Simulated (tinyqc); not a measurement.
Inside a calculation. Method: Hueckel theory of the pi electrons, for the molecule c1c[cH+]cnnc1 (SMILES; centres numbered as the heavy atoms are written). One step of it, computed by the program tinyqc.

Question. Energy, charges, bond orders. E = sum n x; q_r = z_r - P_rr; bond order p = P_rs; free valence = sqrt(3) - sum of p over the bonds of the atom.

x values: [2.200829, 1.441462, 1.313099, -0.242431, -0.352176, -1.570668, -1.790115]

occupations: [2.000000, 2.000000, 2.000000, 0.000000, 0.000000, 0.000000, 0.000000]

charge and bond-order matrix P, order 1C, 2C, 3C, 4C, 5N, 6N, 7C:
```
[[0.817227, 0.632940, 0.201603, -0.185665, -0.265969, 0.179884, 0.622710],
 [0.632940, 0.811070, 0.632940, 0.207759, -0.195896, -0.195896, 0.207759],
 [0.201603, 0.632940, 0.817227, 0.622710, 0.179884, -0.265969, -0.185665],
 [-0.185665, 0.207759, 0.622710, 0.789351, 0.642579, 0.057130, -0.272125],
 [-0.265969, -0.195896, 0.179884, 0.642579, 0.987887, 0.664988, 0.057130],
 [0.179884, -0.195896, -0.265969, 0.057130, 0.664988, 0.987887, 0.642579],
 [0.622710, 0.207759, -0.185665, -0.272125, 0.057130, 0.642579, 0.789351]]
```

Centres:
```
centre  z_r, pi electrons of the neutral centre         h
1C                                            1  0.000000
2C                                            1  0.000000
3C                                            1  0.000000
4C                                            1  0.000000
5N                                            1  0.500000
6N                                            1  0.500000
7C                                            1  0.000000
```

Bonds:
```
i  j         k
1  2         1
2  3         1
3  4         1
4  5         1
5  6  1.000000
6  7  1.000000
7  1         1
```

Give: pi energy = 6 alpha + this times beta; pi charges; Bond orders and lengths from R = 1.517 - 0.180 p; free valence of the carbons; gap between the highest filled and the next level.

Answer.

pi energy = 6 alpha + this times beta = 9.911

pi charges: [0.183, 0.189, 0.183, 0.211, 0.012, 0.012, 0.211]

Bond orders and lengths from R = 1.517 - 0.180 p (angstrom, C-C alone):
```
bond      p      R
1-2   0.633  1.403
2-3   0.633  1.403
3-4   0.623  1.405
4-5   0.643      -
5-6   0.665      -
6-7   0.643      -
7-1   0.623  1.405
```

free valence of the carbons: [0.476, 0.466, 0.476, 0.467, 0.467]

gap between the highest filled and the next level = 1.556 |beta|
